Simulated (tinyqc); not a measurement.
Inside a calculation. Model: grain growth, pinning, strength and diffusional creep of a polycrystal or thin film. Computed by tinyqc, a small Python program that keeps every step. Command: `OMP_NUM_THREADS=1 python tinyqc.py 3009725 3009726 out.jsonl grain walk`. One thread of a shared host (Intel(R) Xeon(R) Processor @ 2.30GHz), about 0.01 s of CPU time with the checks. Intermediate numbers are printed to about 7 digits and carried at full precision; extremes and crossings named in words are read from the listed rows.

One mean grain size d describes the structure.

Inputs (values chosen for the exercise, modelled on nickel):
```
quantity                                    value        unit
shear modulus G                              80.7         GPa
Burgers vector b                            2.492    angstrom
atomic volume Omega                         10.94  angstrom^3
boundary energy gamma                        0.84       J/m^2
mobility prefactor M0                     5.5e-05   m^4/(J s)
activation energy of boundary motion Q_m     1.45          eV
anneal temperature T                          631           K
anneal time t                                 390           s
initial grain size d0                          26          nm
particle volume fraction f                0.00028           -
particle radius r                             5.3          nm
friction stress sigma_0                        36         MPa
Hall-Petch slope k_y                         0.17   MPa m^0.5
lattice diffusion energy Q_l                    3          eV
boundary diffusion energy Q_b                1.16          eV
lattice prefactor D0                      1.7e-05       m^2/s
boundary prefactor delta D0b              1.9e-14       m^3/s
applied stress sigma                           11         MPa
service temperature T_c                       802           K
```

Sample: bulk.

Constants: k_B = 8.617333262e-05 eV/K; k_B = 1.380649e-23 J/K.

## Mobility and the sizes at which growth stops

M = M0 exp(-Q_m/(k_B T)). The driving pressure is 2 gamma/d. Zener pinning pressure 3 f gamma/(2 r) stops growth at d_Z = 4 r/(3 f). The limit is d_lim = d_Z.

mobility M = 1.442965e-16 m^4/(J s)

Zener size d_Z = 25238.10 nm

limit d_lim = 25238.10 nm

## Grain size after the anneal

dd/dt = 2 M gamma (1/d - 1/d_lim) integrates to 2 M gamma t = d_lim (d0 - d) + d_lim^2 ln[(d_lim - d0)/(d_lim - d)]; without pinning d^2 = d0^2 + 4 M gamma t.

size without pinning = 435.6170 nm

grain size d = 433.1149 nm

Pinning holds d to 99 % of the free value.

## Yield stress

Hall-Petch term k_y/sqrt(d). Orowan term 3.06 x 0.4 G b ln(2 rbar/b)/(pi lambda sqrt(1 - nu)) with nu = 1/3, rbar = sqrt(2/3) r, lambda = rbar (sqrt(pi/f) - 2). The terms are added to sigma_0.

Hall-Petch term = 258.3137 MPa

Orowan term = 75.69868 MPa

yield stress = 370.0123 MPa

The largest term is the Hall-Petch one. The anneal changed the Hall-Petch term from 1054 to 258 MPa.

## Diffusional creep at T_c

Nabarro-Herring rate = 14 sigma Omega D_l/(k_B T d^2), D_l = D0 exp(-Q_l/(k_B T)); Coble rate = 14 pi sigma Omega delta D_b/(k_B T d^3), delta D_b = delta D0b exp(-Q_b/(k_B T)); they are equal at d_x = pi delta D_b/D_l.

Nabarro-Herring rate = 1.938586e-12 1/s

Coble rate = 0.005740105 1/s

crossover size d_x = 1.282443e+09 micrometre

time to 1 % strain = 1.742128 s

Boundary diffusion carries the creep, by a factor 3.0e9. Caution: T_c is above the anneal temperature, so the grains would go on growing in service.

## Strength against creep resistance

Hall-Petch term k_y/sqrt(d).

At T_c and sigma:
```
d (nm)  Hall-Petch term (MPa)  Nabarro-Herring (1/s)   Coble (1/s)  time to 1 % (s)
30                   981.4955           4.040626e-10  1.727290e+01     5.789414e-04
100                  537.5872           3.636564e-11  4.663684e-01     2.144228e-02
300                  310.3761           4.040626e-12  1.727290e-02     5.789414e-01
1000                 170.0000           3.636564e-13  4.663684e-04     2.144228e+01
3000                  98.1495           4.040626e-14  1.727290e-05     5.789414e+02
10000                 53.7587           3.636564e-15  4.663684e-07     2.144228e+04
100000                17.0000           3.636564e-17  4.663684e-10     2.144227e+07
```

From 100 micrometre to 30 nm grains the Hall-Petch term grows 58 times, while the time to 1 % strain shrinks by 10.6 decades. Coble creep rules in 7 of the seven rows (d_x is a millimetre or more). Fine grains resist slip but creep fast. The Hall-Petch value at 30 nm is at the edge of that law.

## Growth with time

The formulas are those given above.

At T:
```
t (s)     free growth (nm)  pinned growth (nm)    d/d_lim
3.90e+03           1375.33             1350.46  0.0535089
1.30e+04           2510.69             2428.13  0.0962090
3.90e+04           4348.48             4102.41  0.1625481
1.30e+05           7939.11             7129.40  0.2824855
3.90e+05          13750.89            11375.37  0.4507223
1.30e+06          25105.54            17566.09  0.6960148
3.90e+06          43484.05            22932.28  0.9086376
1.30e+07          79390.64            25172.00  0.9973811
```

The apparent exponent d ln d/d ln t of the pinned growth is at most about 0.49, below the ideal 1/2, and falls to 0.077 in the last rows: pinning hides it late.

Checks made by the program: d against numerical integration (relative difference 3e-09).
